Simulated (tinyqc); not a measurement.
## Thickness from two neighbouring fringes

Question. At normal incidence a transparent film with an index between those of air and substrate, taken as constant, has reflectance minima at 2 n1 d = (m + 1/2) lam (small phase shifts at the substrate neglected). Find d and the order m of the shorter wavelength.

Parameters, values chosen for the exercise:
```
symbol  value  unit                        meaning
n1      2.395        index of the transparent film
```

wavelengths of two neighbouring reflectance minima (nm): 475  538.33333

Solution. Neighbouring orders differ by one: 2 n1 d (1/lam1 - 1/lam2) = 1.

d = 843 nm
m = 8

Computed by the program tinyqc: `OMP_NUM_THREADS=1 python tinyqc.py 2870212 2870213 out.jsonl`, one thread of a shared Intel Xeon 2.30GHz, about 0.3 s for the whole run.
